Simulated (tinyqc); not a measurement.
Epitaxial growth on a vicinal surface: Burton-Cabrera-Frank step flow, step-edge barrier and island nucleation: one step, computed by the program tinyqc. Command: `OMP_NUM_THREADS=1 python tinyqc.py 3010953 3010954 out.jsonl stepflow walk`. One thread of a shared host (Intel(R) Xeon(R) Processor @ 2.30GHz), about 0.01 s of CPU time with the checks.

Adatoms land at rate F, hop on a square grid (a simplification for hexagonal faces), desorb, or join steps. Lengths are in units of a and n is the adatom coverage. Steps ascend at x = 0 and descend at x = l.

Question. Terrace solution. D n'' - n/tau + F = 0 with n(0) = n_eq and -l_s n'(l) = n(l) - n_eq. With u = n - F tau, A = n_eq - F tau, y = l/x_s, s = l_s/x_s: u = A cosh(x/x_s) + B sinh(x/x_s), B = A (1 - cosh y - s sinh y)/(sinh y + s cosh y). Flux into the ascending step J+ = D B/x_s, over the descending one J- = -(D/x_s)(A sinh y + B cosh y); step velocity J+ + J-; growth rate (J+ + J-)/l. For small y: J+ + J- = (F - n_eq/tau) l, J-/J+ = l/(l + 2 l_s). The coverage peaks where n' = 0, tanh(x/x_s) = -B/A.

Inputs (values chosen for the exercise, close to those used for GaAs(001)): deposition rate F = 0.031 layers/s; temperature T = 640 C.

D = 456645.8 a^2/s

lifetime tau = 17.35050 s

diffusion length x_s = 2814.788 a

equilibrium coverage n_eq = 1.559023e-05

terrace width l = 20.26015 a

Schwoebel length l_s = 4.217767 a

Give: J+; J-; growth rate; peak coverage; position of the peak.

Answer.

J+ = 0.3681 atoms per step site and s

J- = 0.2599 atoms per step site and s

growth rate = 0.03100 layers/s

peak coverage = 2.038e-05

position of the peak = 11.88 a
